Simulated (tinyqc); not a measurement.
One-sided p+-n junction, ionisation integral and breakdown: two steps of the calculation.

A p+ layer at x < 0 and an n drift layer from x = 0. Depletion approximation, built-in voltage neglected. Local ionisation coefficients alpha_n = an exp(-(bn/E)^mx), alpha_p = ap exp(-(bp/E)^mx). Electrons move towards +x, holes towards x = 0.

Values chosen for this exercise; material values close to those of silicon:
- eps_r = 11.5 (relative permittivity)
- an = 6.92e5 1/cm (prefactor of the electron ionisation coefficient)
- bn = 1.26e6 V/cm (field constant for electrons)
- ap = 1.61e6 1/cm (prefactor of the hole ionisation coefficient)
- bp = 2.04e6 V/cm (field constant for holes)
- mx = 1 (exponent)
- N = 1.3e15 cm^-3 (donor density of the drift layer)
- V = 179 V (reverse voltage)
- fr = 0.4 (share of the depleted width that the grid covers)

Constants: q = 1.602176634e-19 C, eps0 = 8.8541878128e-14 F/cm where lengths are in cm. Results are converted to the units shown.

Question 1. Field and ionisation coefficients on a grid. W = sqrt(2 eps0 eps_r V/(q N)), peak field E0 = q N W/(eps0 eps_r), falling linearly to 0 at W. Grid: 13 equal steps from 0 to fr W.

Find: W; x; E; alpha_n; alpha_p.

Answer 1.

W = 13.229 um

```
point  x (um)  E (kV/cm)  alpha_n (1/cm)  alpha_p (1/cm)
0      0.0000     270.61          6576.2          856.83
1      0.4071     262.28          5672.5          674.47
2      0.8141     253.96          4845.9          522.65
3      1.2212     245.63          4095.7          398.06
4      1.6282     237.30          3421.1          297.44
5      2.0353     228.98          2820.4          217.59
6      2.4423     220.65          2291.6          155.46
7      2.8494     212.33          1831.8          108.19
8      3.2565     204.00          1437.8          73.090
9      3.6635     195.67          1105.4          47.758
10     4.0706     187.35          830.32          30.048
11     4.4776     179.02          607.29          18.108
12     4.8847     170.69          430.81          10.386
13     5.2917     162.37          295.04          5.6270
```

Question 2. Ionisation integrals by the trapezoid rule. G(x) = integral from 0 to x of (alpha_n - alpha_p); I_n = integral of alpha_n exp(-G) (electrons injected at x = 0), I_p = integral of alpha_p exp(G(end) - G) (holes injected at the far edge); M = 1/(1 - I). All integrals by the trapezoid rule on the grid.

```
point     x (um)  alpha_n (1/cm)  alpha_p (1/cm)
0      0.0000000       6576.1682       856.83257
1      0.4070564       5672.5484       674.46852
2      0.8141128       4845.8952       522.65130
3      1.2211691       4095.7388       398.06495
4      1.6282255       3421.0920       297.43840
5      2.0352819       2820.4106       217.58852
6      2.4423383       2291.5611       155.46363
7      2.8493946       1831.7978       108.18576
8      3.2564510       1437.7538       73.089944
9      3.6635074       1105.4496       47.758477
10     4.0705638       830.32298       30.048030
11     4.4776202       607.28583       18.107649
12     4.8846765       430.80943       10.386021
13     5.2917329       295.04219       5.6269885
```

Give: G; alpha_n exp(-G); I_n; I_p; M_n; M_p.

Answer 2.

```
point      G  alpha_n exp(-G) (1e3 1/cm)
0      0.000                       6.576
1      0.218                       4.561
2      0.408                       3.223
3      0.571                       2.314
4      0.710                       1.682
5      0.826                       1.234
6      0.923                       0.911
7      1.001                       0.673
8      1.064                       0.496
9      1.114                       0.363
10     1.151                       0.263
11     1.180                       0.187
12     1.200                       0.130
13     1.215                       0.088
```

I_n = 0.7883
I_p = 0.2669
M_n = 4.725
M_p = 1.364

Computed by the program tinyqc: `OMP_NUM_THREADS=1 python tinyqc.py 2120144 2120145 out.jsonl`, one thread of a shared Intel Xeon 2.30GHz, about 0.05 s for the whole run.
